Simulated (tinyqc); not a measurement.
Interface roughness in a thin film (subband fluctuation and scattering), step by step. Values are carried at full precision from step to step, so a last printed digit may differ when a step is redone from the rounded ones.

Square well of width t, barriers V0, c = hbar^2/2m0: E1 solves k t + 2 atan[(k/mz)/(kappa/mb)] = pi, k = sqrt(mz E/c), kappa = sqrt(mb (V0 - E)/c). One interface is rough, so the subband edge fluctuates by G dt with G = |dE1/dt| (central difference of 0.01 angstrom; 2 E1/t for hard walls).

Constants: hbar^2/2m0 = 3.80998211 eV angstrom^2; e^2/(4 pi eps0) = 14.39964547 eV angstrom; hbar = 6.58211957e-16 eV s.

Values chosen for the exercise (near those of a thin InGaAs channel; shifted at random, so the results belong to these values and not to a real crystal):
```
symbol  value  unit         meaning
t       46     angstrom     film thickness
mz      0.046  m0           confinement mass
V0      1.93   eV           barrier
mb      0.26   m0           barrier mass
D       1.4    angstrom     rms height of the roughness
md      0.044  m0           mass in the plane
gv      1                   valleys
Lc      16     angstrom     correlation length
Ns      2.4    x 1e12/cm^2  sheet density
eps     10.8                mean dielectric constant at the channel
Lg      120    angstrom     gate length
Wg      400    angstrom     gate width
```

## Sensitivity of the level to thickness

Give E1, G, the hard-wall values and the rms fluctuation G D.

E1 = 147.57 meV
G = |dE1/dt| = 4.2219 meV/angstrom

hard walls: E1 (meV) and G (meV/angstrom): 386.322  16.797

G D = 5.91 meV

Hard walls overstate G by a factor 3.98, and the scattering rate, which goes as G^2, by 15.83.

## The angular integrand

Gaussian roughness spectrum S(q) = pi D^2 Lc^2 exp(-q^2 Lc^2/4). Degenerate gas, taken to fill one subband (the second starts to fill once c kF^2/md exceeds E2 - E1, which is not tested here): kF = sqrt(2 pi Ns/gv), q = 2 kF sin(theta/2), 1/tau = (md/(2 pi c hbar)) G^2 times the integral from 0 to pi of S(q)(1 - cos theta)/eps(q)^2 dtheta, eps(q) = 1 + qs/q with screening (qs = gv md q0/(c eps), q0 = e^2/(4 pi eps0), form factors left out, which overstates the screening; other scattering is left out too, so these values lie far above measured mobilities in all but the thinnest films) or 1 without; mobility = tau c2/md with c2 = e/m0 = 1.75882e15 cm^2/(V s^2); 1e12/cm^2 = 1e-4/angstrom^2.

kF, qs, and exp(-q^2 Lc^2/4)(1 - cos theta) without and with the factor 1/eps^2 at theta = 30, 60, ..., 180 degrees.

kF = 0.03883 1/angstrom
qs = 0.0154 1/angstrom

Integrand:
```
theta  q (1/angstrom)   bare  eps(q)  screened
30             0.0201  0.131    1.77    0.0419
60             0.0388  0.454    1.40     0.233
90             0.0549  0.824    1.28     0.503
120            0.0673   1.12    1.23     0.744
150            0.0750   1.30    1.21     0.896
180            0.0777   1.36    1.20     0.947
```

kF Lc = 0.62: the roughness is short-ranged for these electrons, and back-scattering dominates.

## Scattering time and mobility

Integrate over theta.

Results:
```
case      integral  tau (fs)  mobility (cm^2/(V s))
bare         2.363      5393              2.156e+05
screened     1.513      8423              3.367e+05
```

Screening raises the mobility by a factor 1.6. With it kF l = 3.34e+03, so by this rate the carriers are far from localisation. Phonons, and the gate field that presses carriers to the wall, limit real channels far below this value.

## Threshold variation

Averaged over an area A = Lg Wg much larger than Lc^2, the thickness varies by D sqrt(pi Lc^2/A), so sigma(Vt) = G D Lc sqrt(pi/A)/e; the Pelgrom coefficient is sigma sqrt(A) (1 micrometre = 1e4 angstrom).

rms of the mean thickness = 0.181 angstrom
sigma(Vt) = 0.765 mV
coefficient = 0.0168 mV micrometre

The electrostatic effect of the thickness is left out.

## Checks

- G from the envelope at the wall, psi(t/2)^2 (E1 + c mz (kappa/mb)^2), against the difference quotient, meV/angstrom: both 4.222.
- Bare integral for Lc -> 0 against pi: both 3.1416.

Computed by tinyqc, a small Python program: `OMP_NUM_THREADS=1 python tinyqc.py 1250218 1250219 out.jsonl` (the numbers bound the seed that draws the inputs); one thread of a shared host (Intel(R) Xeon(R) Processor @ 2.30GHz), about 0.01 s for the whole set of steps.
